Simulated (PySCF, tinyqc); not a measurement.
RKS/PBE0 in the sto-3g basis, for H4, spin multiplicity 1, step by step. The lowest restricted solution is unstable here: a spin-polarised one lies 0.0194 hartree lower (PySCF). One step of it, computed by the program tinyqc.

Question. Iteration 1: diagonalisation and new density. Diagonalise F' = X^T F X, C = X C', fill 2 alpha and 2 beta electrons from the bottom; D = 2 C_occ C_occ^T. Each column has its largest component positive (the first on a tie).

Kohn-Sham matrix F (hartree), order 1H 1s, 2H 1s, 3H 1s, 4H 1s:
$$\begin{pmatrix}
-0.151019 & -0.213486 & -0.123178 & -0.071446 \\
-0.213486 & -0.151019 & -0.071446 & -0.123178 \\
-0.123178 & -0.071446 & -0.151019 & -0.213486 \\
-0.071446 & -0.123178 & -0.213486 & -0.151019
\end{pmatrix}$$

X, order 1H 1s, 2H 1s, 3H 1s, 4H 1s:
$$\begin{pmatrix}
1.052278 & -0.158890 & -0.101311 & -0.002114 \\
-0.158890 & 1.052278 & -0.002114 & -0.101311 \\
-0.101311 & -0.002114 & 1.052278 & -0.158890 \\
-0.002114 & -0.101311 & -0.158890 & 1.052278
\end{pmatrix}$$

Give: F' = X^T F X; orbital energies; coefficients C; D after iteration 1.

Answer.

F' = X^T F X (hartree):
$$\begin{pmatrix}
-0.0771 & -0.1818 & -0.0907 & 0.0007 \\
-0.1818 & -0.0771 & 0.0007 & -0.0907 \\
-0.0907 & 0.0007 & -0.0771 & -0.1818 \\
0.0007 & -0.0907 & -0.1818 & -0.0771
\end{pmatrix}$$

orbital energies (hartree): MO1 -0.3489, MO2 -0.1688, MO3 0.0133, MO4 0.1961

coefficients C, order 1H 1s, 2H 1s, 3H 1s, 4H 1s:
$$\begin{pmatrix}
0.3950 & 0.4984 & 0.5560 & 0.6552 \\
0.3950 & 0.4984 & -0.5560 & -0.6552 \\
0.3950 & -0.4984 & 0.5560 & -0.6552 \\
0.3950 & -0.4984 & -0.5560 & 0.6552
\end{pmatrix}$$

D after iteration 1, order 1H 1s, 2H 1s, 3H 1s, 4H 1s:
$$\begin{pmatrix}
0.8088 & 0.8088 & -0.1848 & -0.1848 \\
0.8088 & 0.8088 & -0.1848 & -0.1848 \\
-0.1848 & -0.1848 & 0.8088 & 0.8088 \\
-0.1848 & -0.1848 & 0.8088 & 0.8088
\end{pmatrix}$$
